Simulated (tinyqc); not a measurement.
Quantum-confined Stark effect in a modulator well, step by step. Values are carried at full precision from step to step, so a last printed digit may differ when a step is redone from the rounded ones.

Constants: hbar^2/2m0 = 3.80998211 eV angstrom^2; e^2/(4 pi eps0) = 14.39964547 eV angstrom; hc = 1239.841984 eV nm.

Values chosen for the exercise (near those of a GaAs well in AlGaAs; not measured data): L = 108 angstrom (well width); me = 0.0681 m0 (electron, well); mh = 0.352 m0 (heavy hole along z, well); F = 83 kV/cm (field); Vc = 0.252 eV (conduction offset); Vv = 0.146 eV (heavy-hole offset); meb = 0.09 m0 (electron, barrier); mhb = 0.386 m0 (heavy hole, barrier); Eg = 1.438 eV (gap of the well); mp = 0.154 m0 (heavy hole in the plane); eps = 12.3 (dielectric constant); dE = 16 meV (operating point below the zero-field line); G = 8 meV (half width of the exciton line).

## Estimate for hard walls

Second order: each level moves by -C m (e F)^2 L^4/(2c), C = (15/pi^2 - 1)/(24 pi^2), c = hbar^2/2m0, 1 kV/cm = 1e-5 eV/angstrom. It holds while e F L is no more than about twice 3 c pi^2/(m L^2).

Estimate:
```
carrier,shift (meV),e F L over the level spacing
electron,-1.84,0.63
heavy hole,-9.50,3.26
```

The hole, 5.2 times heavier, carries 84 % of the estimated shift; for it the ratio exceeds 3, so second order overstates its shift, by 13 % at a ratio of 3 and 60 % at 8.

## Levels and envelopes

Envelopes on cells of 0.5 angstrom over the well |z| < L/2 and 45 angstrom of barrier on each side, psi = 0 beyond, psi'/m continuous (mean mass between points), c = hbar^2/2m0. The electron sees + e F z and the hole - e F z, each with its offset in the barriers; 1 kV/cm = 1e-5 eV/angstrom. Light holes, band mixing and escape by tunnelling are left out.

Ground levels, squared overlap and separation <z>_h - <z>_e without and with the field.

Results:
```
F (kV/cm),E_e (meV),E_h (meV),overlap^2,separation (angstrom)
0,27.22,6.71,0.987,0.0
83,21.59,-7.00,0.413,40.4
```

The electron level moves by -5.63 meV (3.1 times the hard-wall estimate, since it leaks into the barriers and sees a wider well) and the hole level by -13.72 meV (1.44 times).

## Exciton

Exciton: in-plane function exp(-rho/lam), 1/mu = 1/me + 1/mp, E(lam) = c/(mu lam^2) - (q/eps) times the integral over k of Fm(k)(1 + (k lam/2)^2)^(-3/2), Fm(k) the double integral of psi_e^2 psi_h^2 exp(-k |z - z'|), q = e^2/(4 pi eps0); binding Eb = -E at the minimum. Line at Eg + E_e + E_h - Eb, strength proportional to overlap^2/lam^2.

Minimise over lam without and with the field.

Results:
```
F (kV/cm),lam (angstrom),Eb (meV),line (eV),nm,overlap^2/lam^2 (1e-4/angstrom^2)
0,120.4,8.83,1.4631,847.4,0.6811
83,141.4,7.24,1.4453,857.8,0.2066
```

The weaker binding gives back 1.59 meV of the red shift, leaving 17.8 meV; the strength falls to 30 %.

## Contrast at the operating point

With a Gaussian line of half width G, the absorption at E_op = line(0) - dE is proportional to strength x exp(-ln2 ((E_op - line)/G)^2); continuum absorption is left out. Give it at both fields, relative to the zero-field peak.

E_op = 1.4471 eV
wavelength = 856.8 nm

absorption without and with the field: 0.062  0.29

The field changes the absorption by +0.23 of the zero-field peak. The zero-field tail still absorbs here, since dE is no more than 2G, which costs insertion loss.

## Checks

- Zero-field levels against the matching condition of the square well, meV: largest difference 3.0e-02.
- Slope d(E_e + E_h)/dF against minus the separation (Hellmann-Feynman), angstrom: both -40.4.

Computed by tinyqc, a small Python program: `OMP_NUM_THREADS=1 python tinyqc.py 1282565 1282566 out.jsonl` (the numbers bound the seed that draws the inputs); one thread of a shared host (Intel(R) Xeon(R) Processor @ 2.30GHz), about 0.2 s for the whole set of steps.
